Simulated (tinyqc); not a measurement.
A particle near a wafer in liquid: double-layer and van der Waals forces (DLVO), deposition barrier and removal: one step, computed by the program tinyqc.

Sphere and flat wall, Derjaguin approximation, constant potentials in the linear-superposition form, no retardation and no hydration force.

Task: The curve. U(h) = Z R exp(-kappa h) - A R/(6 h); F(h) = -dU/dh = kappa Z R exp(-kappa h) - A R/(6 h^2), positive for repulsion.

Inputs (values chosen for the exercise, of the order of those for polymer latex on silicon in water): particle radius R = 260 nm; Hamaker constant A = 1.7e-20 J; temperature T = 343 K.

kappa = 0.2012807 1/nm

Z = -18.98167 pN

Constants: k_B = 1.380649e-23 J/K.

Give: the table «Against the gap» with the columns kappa h, U (k_B T), F (pN), for h (nm) = 0.4, 0.6, 1.0, 1.5, 2.5, 4.0, 7.0, 12.0, 20.0, 40.0.

Result:

Against the gap:

| h (nm) | kappa h | U (k_B T) | F (pN) |
|---|---|---|---|
| 0.4 | 0.081 | -1.350e+03 | -5.521e+03 |
| 0.6 | 0.121 | -1.183e+03 | -2.927e+03 |
| 1.0 | 0.201 | -1.008e+03 | -1.549e+03 |
| 1.5 | 0.302 | -8.743e+02 | -1.062e+03 |
| 2.5 | 0.503 | -6.923e+02 | -7.184e+02 |
| 4.0 | 0.805 | -5.048e+02 | -4.901e+02 |
| 7.0 | 1.409 | -2.769e+02 | -2.578e+02 |
| 12.0 | 2.415 | -1.061e+02 | -9.386e+01 |
| 20.0 | 4.026 | -2.638e+01 | -1.958e+01 |
| 40.0 | 8.051 | -4.221e+00 | -7.770e-01 |

Caution: in rows with kappa h below 1 linear superposition is only rough.
